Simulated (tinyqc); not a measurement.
Worked calculation: LCCD on RHF in the 6-311g basis, for H2, spin multiplicity 1. Computed by tinyqc, a small Python program that keeps every step (integrals from PySCF). Settings: charge = 0, multiplicity = 1, basis = 6-311g, method = RHF, energy threshold = 1e-10, iteration cap = 59, orthogonalisation = canonical, start = Wolfsberg-Helmholz matrix, DIIS depth = 6, amplitude equations = LCCD, DIIS depth for amplitudes = 6, cap on updates = 54. Command: `OMP_NUM_THREADS=1 python tinyqc.py 26080 26081 out.jsonl` (the two numbers bound the seeds that draw the settings). One thread of a shared host (Intel(R) Xeon(R) Processor @ 2.60GHz), about 0.07 s of CPU time with the checks. The early iterations of the SCF are left out here.

## One-electron integrals

Geometry (angstrom):
```
atom         x         y         z
H     0.000000  0.000000  0.000000
H     0.000000  0.000000  0.871000
```

Basis 6-311g: exponents (1/bohr^2) and contraction coefficients of normalised primitives:
```
element  l (shell)   exponent  coefficient
H            s (1)  33.865000     0.025494
H            s (1)   5.094790     0.190373
H            s (1)   1.158790     0.852161
H            s (2)   0.325840     1.000000
H            s (3)   0.102741     1.000000
```

Overlap, kinetic and nuclear-attraction integrals over the contracted functions; the nuclear repulsion is the sum of Za Zb / Rab.

nuclear repulsion = 0.60755133 hartree

overlap S, order 1H 1s, 1H 2s, 1H 3s, 2H 1s, 2H 2s, 2H 3s:
$$\begin{pmatrix}
1.000000 & 0.706377 & 0.373664 & 0.168833 & 0.350356 & 0.288980 \\
0.706377 & 1.000000 & 0.788963 & 0.350356 & 0.643151 & 0.638488 \\
0.373664 & 0.788963 & 1.000000 & 0.288980 & 0.638488 & 0.870079 \\
0.168833 & 0.350356 & 0.288980 & 1.000000 & 0.706377 & 0.373664 \\
0.350356 & 0.643151 & 0.638488 & 0.706377 & 1.000000 & 0.788963 \\
0.288980 & 0.638488 & 0.870079 & 0.373664 & 0.788963 & 1.000000
\end{pmatrix}$$

kinetic energy T (hartree), order 1H 1s, 1H 2s, 1H 3s, 2H 1s, 2H 2s, 2H 3s:
$$\begin{pmatrix}
2.304348 & 0.549119 & 0.106346 & -0.049137 & 0.144466 & 0.068144 \\
0.549119 & 0.488760 & 0.184881 & 0.144466 & 0.221850 & 0.128512 \\
0.106346 & 0.184881 & 0.154112 & 0.068144 & 0.128512 & 0.121648 \\
-0.049137 & 0.144466 & 0.068144 & 2.304348 & 0.549119 & 0.106346 \\
0.144466 & 0.221850 & 0.128512 & 0.549119 & 0.488760 & 0.184881 \\
0.068144 & 0.128512 & 0.121648 & 0.106346 & 0.184881 & 0.154112
\end{pmatrix}$$

nuclear attraction V (hartree), order 1H 1s, 1H 2s, 1H 3s, 2H 1s, 2H 2s, 2H 3s:
$$\begin{pmatrix}
-2.718474 & -1.488106 & -0.740142 & -0.395913 & -0.754491 & -0.582449 \\
-1.488106 & -1.481861 & -1.001013 & -0.754491 & -1.019930 & -0.845760 \\
-0.740142 & -1.001013 & -0.942036 & -0.582449 & -0.845760 & -0.850461 \\
-0.395913 & -0.754491 & -0.582449 & -2.718474 & -1.488106 & -0.740142 \\
-0.754491 & -1.019930 & -0.845760 & -1.488106 & -1.481861 & -1.001013 \\
-0.582449 & -0.845760 & -0.850461 & -0.740142 & -1.001013 & -0.942036
\end{pmatrix}$$

core Hamiltonian H = T + V (hartree), order 1H 1s, 1H 2s, 1H 3s, 2H 1s, 2H 2s, 2H 3s:
$$\begin{pmatrix}
-0.414125 & -0.938987 & -0.633796 & -0.445050 & -0.610026 & -0.514305 \\
-0.938987 & -0.993101 & -0.816131 & -0.610026 & -0.798080 & -0.717248 \\
-0.633796 & -0.816131 & -0.787925 & -0.514305 & -0.717248 & -0.728813 \\
-0.445050 & -0.610026 & -0.514305 & -0.414125 & -0.938987 & -0.633796 \\
-0.610026 & -0.798080 & -0.717248 & -0.938987 & -0.993101 & -0.816131 \\
-0.514305 & -0.717248 & -0.728813 & -0.633796 & -0.816131 & -0.787925
\end{pmatrix}$$

## Two-electron integrals

Functions are numbered as in S; the eight-fold symmetry (ij|kl) = (ji|kl) = (kl|ij) leaves the list below.

Two-electron integrals (ij|kl) in chemists' order, unique and non-zero (hartree):
```
(11|11) 1.393035   (21|11) 0.822971   (21|21) 0.509703   (22|11) 0.822904
(22|21) 0.543028   (22|22) 0.644106   (31|11) 0.411256   (31|21) 0.257757
(31|22) 0.279868   (31|31) 0.130794   (32|11) 0.543681   (32|21) 0.365771
(32|22) 0.452669   (32|31) 0.189803   (32|32) 0.325140   (33|11) 0.494021
(33|21) 0.340115   (33|22) 0.445993   (33|31) 0.178035   (33|32) 0.331779
(33|33) 0.361682   (41|11) 0.169398   (41|21) 0.108794   (41|22) 0.122167
(41|31) 0.055564   (41|32) 0.083707   (41|33) 0.079451   (41|41) 0.035005
(42|11) 0.250552   (42|21) 0.170076   (42|22) 0.211716   (42|31) 0.088431
(42|32) 0.151491   (42|33) 0.152588   (42|41) 0.060562   (42|42) 0.123999
(43|11) 0.182024   (43|21) 0.125121   (43|22) 0.160661   (43|31) 0.065371
(43|32) 0.116893   (43|33) 0.120872   (43|41) 0.044954   (43|42) 0.097258
(43|43) 0.078122   (44|11) 0.603098   (44|21) 0.420405   (44|22) 0.552758
(44|31) 0.220665   (44|32) 0.404840   (44|33) 0.420310   (44|41) 0.169398
(44|42) 0.390854   (44|43) 0.316333   (44|44) 1.393035   (51|11) 0.390854
(51|21) 0.244345   (51|22) 0.264154   (51|31) 0.123893   (51|32) 0.178848
(51|33) 0.167391   (51|41) 0.060562   (51|42) 0.097891   (51|43) 0.072209
(51|44) 0.250552   (51|51) 0.123999   (52|11) 0.471844   (52|21) 0.315739
(52|22) 0.385699   (52|31) 0.163513   (52|32) 0.274998   (52|33) 0.277037
(52|41) 0.087590   (52|42) 0.166578   (52|43) 0.129718   (52|44) 0.471844
(52|51) 0.166578   (52|52) 0.266430   (53|11) 0.367378   (53|21) 0.251028
(53|22) 0.322364   (53|31) 0.131010   (53|32) 0.236436   (53|33) 0.250242
(53|41) 0.071698   (53|42) 0.146498   (53|43) 0.117821   (53|44) 0.431603
(53|51) 0.133835   (53|52) 0.231934   (53|53) 0.212943   (54|11) 0.420405
(54|21) 0.291319   (54|22) 0.380490   (54|31) 0.152642   (54|32) 0.278985
(54|33) 0.291561   (54|41) 0.108794   (54|42) 0.244345   (54|43) 0.198479
(54|44) 0.822971   (54|51) 0.170076   (54|52) 0.315739   (54|53) 0.290883
(54|54) 0.509703   (55|11) 0.552758   (55|21) 0.380490   (55|22) 0.495799
(55|31) 0.199074   (55|32) 0.365937   (55|33) 0.390319   (55|41) 0.122167
(55|42) 0.264154   (55|43) 0.215887   (55|44) 0.822904   (55|51) 0.211716
(55|52) 0.385699   (55|53) 0.361478   (55|54) 0.543028   (55|55) 0.644106
(61|11) 0.316333   (61|21) 0.198479   (61|22) 0.215887   (61|31) 0.100747
(61|32) 0.146508   (61|33) 0.137542   (61|41) 0.044954   (61|42) 0.072209
(61|43) 0.053402   (61|44) 0.182024   (61|51) 0.097258   (61|52) 0.129718
(61|53) 0.104214   (61|54) 0.125121   (61|55) 0.160661   (61|61) 0.078122
(62|11) 0.431603   (62|21) 0.290883   (62|22) 0.361478   (62|31) 0.151040
(62|32) 0.260230   (62|33) 0.266578   (62|41) 0.071698   (62|42) 0.133835
(62|43) 0.104214   (62|44) 0.367378   (62|51) 0.146498   (62|52) 0.231934
(62|53) 0.202284   (62|54) 0.251028   (62|55) 0.322364   (62|61) 0.117821
(62|62) 0.212943   (63|11) 0.411931   (63|21) 0.284193   (63|22) 0.374787
(63|31) 0.148885   (63|32) 0.279872   (63|33) 0.307543   (63|41) 0.072078
(63|42) 0.144578   (63|43) 0.116403   (63|44) 0.411931   (63|51) 0.144578
(63|52) 0.249574   (63|53) 0.231647   (63|54) 0.284193   (63|55) 0.374787
(63|61) 0.116403   (63|62) 0.231647   (63|63) 0.273807   (64|11) 0.220665
(64|21) 0.152642   (64|22) 0.199074   (64|31) 0.079944   (64|32) 0.146069
(64|33) 0.153075   (64|41) 0.055564   (64|42) 0.123893   (64|43) 0.100747
(64|44) 0.411256   (64|51) 0.088431   (64|52) 0.163513   (64|53) 0.151040
(64|54) 0.257757   (64|55) 0.279868   (64|61) 0.065371   (64|62) 0.131010
(64|63) 0.148885   (64|64) 0.130794   (65|11) 0.404840   (65|21) 0.278985
(65|22) 0.365937   (65|31) 0.146069   (65|32) 0.271820   (65|33) 0.294471
(65|41) 0.083707   (65|42) 0.178848   (65|43) 0.146508   (65|44) 0.543681
(65|51) 0.151491   (65|52) 0.274998   (65|53) 0.260230   (65|54) 0.365771
(65|55) 0.452669   (65|61) 0.116893   (65|62) 0.236436   (65|63) 0.279872
(65|64) 0.189803   (65|65) 0.325140   (66|11) 0.420310   (66|21) 0.291561
(66|22) 0.390319   (66|31) 0.153075   (66|32) 0.294471   (66|33) 0.330751
(66|41) 0.079451   (66|42) 0.167391   (66|43) 0.137542   (66|44) 0.494021
(66|51) 0.152588   (66|52) 0.277037   (66|53) 0.266578   (66|54) 0.340115
(66|55) 0.445993   (66|61) 0.120872   (66|62) 0.250242   (66|63) 0.307543
(66|64) 0.178035   (66|65) 0.331779   (66|66) 0.361682
```

## Orthogonalisation

S = U s U^T; canonical form X = U s^(-1/2), so that X^T S X = 1. Each column of U has its largest component positive (the first on a tie).

eigenvalues of S: [0.040159, 0.134196, 0.232552, 0.792287, 1.045225, 3.755581]

X, order 1H 1s, 1H 2s, 1H 3s, 2H 1s, 2H 2s, 2H 3s:
$$\begin{pmatrix}
0.610244 & -0.953683 & -0.697705 & 0.602187 & 0.596449 & 0.155354 \\
-2.027280 & 1.456502 & 0.971317 & 0.103743 & 0.332489 & 0.234653 \\
2.822788 & -0.833658 & 0.848417 & -0.507634 & 0.109844 & 0.232246 \\
-0.610244 & -0.953683 & 0.697705 & 0.602187 & -0.596449 & 0.155354 \\
2.027280 & 1.456502 & -0.971317 & 0.103743 & -0.332489 & 0.234653 \\
-2.822788 & -0.833658 & -0.848417 & -0.507634 & -0.109844 & 0.232246
\end{pmatrix}$$

## Starting guess

The start is the generalised Wolfsberg-Helmholz matrix (K = 1.75) built on H; D = 2 C_occ C_occ^T.

D at the start, order 1H 1s, 1H 2s, 1H 3s, 2H 1s, 2H 2s, 2H 3s:
$$\begin{pmatrix}
0.021874 & -0.086516 & -0.043482 & 0.021874 & -0.086516 & -0.043482 \\
-0.086516 & 0.342190 & 0.171983 & -0.086516 & 0.342190 & 0.171983 \\
-0.043482 & 0.171983 & 0.086437 & -0.043482 & 0.171983 & 0.086437 \\
0.021874 & -0.086516 & -0.043482 & 0.021874 & -0.086516 & -0.043482 \\
-0.086516 & 0.342190 & 0.171983 & -0.086516 & 0.342190 & 0.171983 \\
-0.043482 & 0.171983 & 0.086437 & -0.043482 & 0.171983 & 0.086437
\end{pmatrix}$$

## Iteration 6 (converged): orbitals

converged F (hartree), order 1H 1s, 1H 2s, 1H 3s, 2H 1s, 2H 2s, 2H 3s:
$$\begin{pmatrix}
0.640991 & -0.395058 & -0.441999 & -0.438596 & -0.456495 & -0.406722 \\
-0.395058 & -0.326826 & -0.372462 & -0.456495 & -0.457402 & -0.393157 \\
-0.441999 & -0.372462 & -0.260081 & -0.406722 & -0.393157 & -0.281611 \\
-0.438596 & -0.456495 & -0.406722 & 0.640991 & -0.395058 & -0.441999 \\
-0.456495 & -0.457402 & -0.393157 & -0.395058 & -0.326826 & -0.372462 \\
-0.406722 & -0.393157 & -0.281611 & -0.441999 & -0.372462 & -0.260081
\end{pmatrix}$$

Diagonalise F' = X^T F X, C = X C', fill 1 alpha and 1 beta electrons from the bottom; D = 2 C_occ C_occ^T. Each column has its largest component positive (the first on a tie).

F' = X^T F X (hartree):
$$\begin{pmatrix}
1.199694 & 0.000000 & -0.939081 & 0.000000 & 0.405686 & 0.000000 \\
0.000000 & 2.038725 & 0.000000 & -0.958257 & 0.000000 & -0.013131 \\
-0.939081 & 0.000000 & 1.313651 & 0.000000 & -0.781701 & 0.000000 \\
0.000000 & -0.958257 & 0.000000 & 0.836997 & 0.000000 & -0.098720 \\
0.405686 & 0.000000 & -0.781701 & 0.000000 & 0.840032 & 0.000000 \\
0.000000 & -0.013131 & 0.000000 & -0.098720 & 0.000000 & -0.548585
\end{pmatrix}$$

orbital energies (hartree): MO1 -0.558940, MO2 0.147283, MO3 0.316734, MO4 0.596964, MO5 2.569343, MO6 2.609130

coefficients C, order 1H 1s, 1H 2s, 1H 3s, 2H 1s, 2H 2s, 2H 3s:
$$\begin{pmatrix}
0.174399 & 0.092450 & -0.046361 & -0.095176 & -1.124149 & -1.094229 \\
0.303941 & 0.024293 & -0.768495 & -1.505791 & 1.226482 & 1.701726 \\
0.146202 & 1.857808 & 0.868516 & 2.003841 & -0.480544 & -1.110486 \\
0.174399 & -0.092450 & -0.046361 & 0.095176 & -1.124149 & 1.094229 \\
0.303941 & -0.024293 & -0.768495 & 1.505791 & 1.226482 & -1.701726 \\
0.146202 & -1.857808 & 0.868516 & -2.003841 & -0.480544 & 1.110486
\end{pmatrix}$$

D after iteration 6, order 1H 1s, 1H 2s, 1H 3s, 2H 1s, 2H 2s, 2H 3s:
$$\begin{pmatrix}
0.060830 & 0.106014 & 0.050995 & 0.060830 & 0.106014 & 0.050995 \\
0.106014 & 0.184760 & 0.088874 & 0.106014 & 0.184760 & 0.088874 \\
0.050995 & 0.088874 & 0.042750 & 0.050995 & 0.088874 & 0.042750 \\
0.060830 & 0.106014 & 0.050995 & 0.060830 & 0.106014 & 0.050995 \\
0.106014 & 0.184760 & 0.088874 & 0.106014 & 0.184760 & 0.088874 \\
0.050995 & 0.088874 & 0.042750 & 0.050995 & 0.088874 & 0.042750
\end{pmatrix}$$

## Convergence

Stop when the energy changes by less than 1e-10 hartree and every element of the error matrix X^T (F D S - S D F) X is below 3e-06.

Course of the cycle:
```
iteration  E (hartree)     change  largest element of the error matrix
1          -0.76416197          -                             9.09e-01
2          -1.11119411  -3.47e-01                             1.23e-01
3          -1.11749338  -6.30e-03                             4.32e-03
4          -1.11751341  -2.00e-05                             5.84e-04
5          -1.11751382  -4.12e-07                             1.12e-06
6          -1.11751382  -6.76e-13                             4.79e-07
```

PySCF RHF in the same basis = -1.11751382 hartree

Converged in 6 iterations.

## Populations, bond orders and dipole

Mulliken: Z minus the diagonal of D S on the atom; Loewdin: the same with S^(1/2) D S^(1/2); Mayer order: 2 sum_s sum (D(s) S)_ij (D(s) S)_ji over the two atoms.

Charges (e):
```
atom  Mulliken  Loewdin
1H           0        0
2H           0        0
```

Mayer bond orders:
```
pair     order
2-1   1.000000
```

dipole moment about the origin, x y z (debye): [0.000000, 0.000000, 0.000000]

## Integrals over molecular orbitals

(pq|rs) = sum C_ip C_jq C_kr C_ls (ij|kl), one index at a time.

one-electron integrals over orbitals h = C^T H C (hartree):
$$\begin{pmatrix}
-1.166125 & 0.000000 & 0.127104 & 0.000000 & 0.078270 & 0.000000 \\
0.000000 & -0.510644 & 0.000000 & 0.208319 & 0.000000 & 0.025961 \\
0.127104 & 0.000000 & -0.349614 & 0.000000 & -0.155791 & 0.000000 \\
0.000000 & 0.208319 & 0.000000 & -0.262495 & 0.000000 & -0.214836 \\
0.078270 & 0.000000 & -0.155791 & 0.000000 & 1.416135 & 0.000000 \\
0.000000 & 0.025961 & 0.000000 & -0.214836 & 0.000000 & 1.415625
\end{pmatrix}$$

Two-electron integrals over orbitals (pq|rs), unique and non-zero (hartree):
```
(11|11) 0.607185    (21|21) 0.058456    (22|11) 0.358192    (22|22) 0.305979
(31|11) -0.127104   (31|22) -0.031323   (31|31) 0.054620    (32|21) 0.019508
(32|32) 0.034625    (33|11) 0.360484    (33|22) 0.276976    (33|31) -0.037685
(33|33) 0.281724    (41|21) -0.069552   (41|32) -0.000506   (41|41) 0.102337
(42|11) -0.138935   (42|22) -0.051711   (42|31) 0.043838    (42|33) -0.048721
(42|42) 0.059558    (43|21) 0.039504    (43|32) 0.016951    (43|41) -0.046400
(43|43) 0.033461    (44|11) 0.480898    (44|22) 0.331262    (44|31) -0.082100
(44|33) 0.311064    (44|42) -0.103532   (44|44) 0.418307    (51|11) -0.078270
(51|22) -0.013901   (51|31) 0.044934    (51|33) -0.021430   (51|42) 0.028721
(51|44) -0.056682   (51|51) 0.078683    (52|21) -0.004748   (52|32) 0.004415
(52|41) 0.013237    (52|43) -0.010217   (52|52) 0.014241    (53|11) 0.100363
(53|22) 0.034281    (53|31) -0.037742   (53|33) 0.034500    (53|42) -0.036087
(53|44) 0.070660    (53|51) -0.041657   (53|53) 0.034679    (54|21) 0.015557
(54|32) -0.018581   (54|41) -0.040024   (54|43) 0.015492    (54|52) -0.022602
(54|54) 0.048876    (55|11) 0.615946    (55|22) 0.354879    (55|31) -0.136118
(55|33) 0.360745    (55|42) -0.144276   (55|44) 0.490428    (55|51) -0.121920
(55|53) 0.120903    (55|55) 0.681880    (61|21) -0.028929   (61|32) 0.017037
(61|41) 0.060798    (61|43) -0.029777   (61|52) 0.030563    (61|54) -0.061175
(61|61) 0.085203    (62|11) -0.027445   (62|22) 0.009161    (62|31) 0.022719
(62|33) -0.002990   (62|42) 0.007176    (62|44) -0.014306   (62|51) 0.036516
(62|53) -0.016656   (62|55) -0.049424   (62|62) 0.024567    (63|21) 0.031737
(63|32) -0.003776   (63|41) -0.050333   (63|43) 0.022509    (63|52) -0.012360
(63|54) 0.032045    (63|61) -0.045562   (63|63) 0.032389    (64|11) 0.137817
(64|22) 0.031346    (64|31) -0.060154   (64|33) 0.044924    (64|42) -0.048389
(64|44) 0.092106    (64|51) -0.073676   (64|53) 0.050394    (64|55) 0.176732
(64|62) -0.037842   (64|64) 0.088212    (65|21) 0.096593    (65|32) 0.002049
(65|41) -0.143231   (65|43) 0.073537    (65|52) -0.039904   (65|54) 0.090015
(65|61) -0.129679   (65|63) 0.089531    (65|65) 0.270497    (66|11) 0.639354
(66|22) 0.369895    (66|31) -0.149080   (66|33) 0.366707    (66|42) -0.155537
(66|44) 0.515748    (66|51) -0.150862   (66|53) 0.136022    (66|55) 0.718294
(66|62) -0.057057   (66|64) 0.197873    (66|66) 0.773766
```

## LCCD: starting amplitudes

t_ij^ab = <ij||ab> / (e_i + e_j - e_a - e_b), whose energy is MP2.

Starting amplitudes (spin orbitals 1a, 1b, ...; amplitudes related by a flip of all spins are not repeated):
```
from      to          t
1a 1b  4a 4b  -0.044267
1a 1b  2a 2b  -0.041386
1a 1b  2a 4b   0.037351
1a 1b  3a 3b  -0.031187
1a 1b  4a 6b  -0.014061
1a 1b  6a 6b  -0.013447
1a 1b  5a 5b  -0.012576
1a 1b  3a 5b  -0.011222
1a 1b  2a 6b   0.007467
```

correlation energy = -0.01913413 hartree

## LCCD: amplitude update 1

t_ij^ab D_ij^ab are set to the remaining terms of the spin-orbital equations, evaluated with the old amplitudes; for the doubles these are <ij||ab> + 1/2 <ab||ef> t_ij^ef + 1/2 <mn||ij> t_mn^ab + P(ij)P(ab) <mb||ej> t_im^ae, D the orbital-energy denominators (linear CCD).

Amplitudes after update 1 (spin orbitals 1a, 1b, ...; amplitudes related by a flip of all spins are not repeated):
```
from      to          t
1a 1b  4a 4b  -0.059664
1a 1b  2a 2b  -0.058635
1a 1b  2a 4b   0.053854
1a 1b  3a 3b  -0.038812
1a 1b  4a 6b  -0.017049
1a 1b  3a 5b  -0.013390
1a 1b  6a 6b  -0.013348
1a 1b  5a 5b  -0.012782
1a 1b  2a 6b   0.010383
```

correlation energy = -0.02516499 hartree

## LCCD: convergence

E_corr = 1/4 sum <ij||ab> t_ij^ab; stop when the norm of the change is below 1e-8.

Course of the amplitude iterations:
```
update  correlation energy (hartree)  norm of the change
0                        -0.01913413                   -
1                        -0.02516499            6.88e-02
2                        -0.02743056            2.87e-02
3                        -0.02903186            1.24e-02
4                        -0.02902035            6.84e-04
5                        -0.02902001            3.60e-05
6                        -0.02901994            4.43e-06
7                        -0.02901993            3.06e-07
8                        -0.02901993            8.37e-09
```

Converged amplitudes (spin orbitals 1a, 1b, ...; amplitudes related by a flip of all spins are not repeated):
```
from      to          t
1a 1b  2a 2b  -0.073120
1a 1b  4a 4b  -0.069007
1a 1b  2a 4b   0.066584
1a 1b  3a 3b  -0.041029
1a 1b  4a 6b  -0.018159
1a 1b  3a 5b  -0.013768
1a 1b  2a 6b   0.012899
1a 1b  6a 6b  -0.012202
1a 1b  5a 5b  -0.012062
```

LCCD total energy = -1.14653375 hartree

Converged in 8 updates, with DIIS from the third.
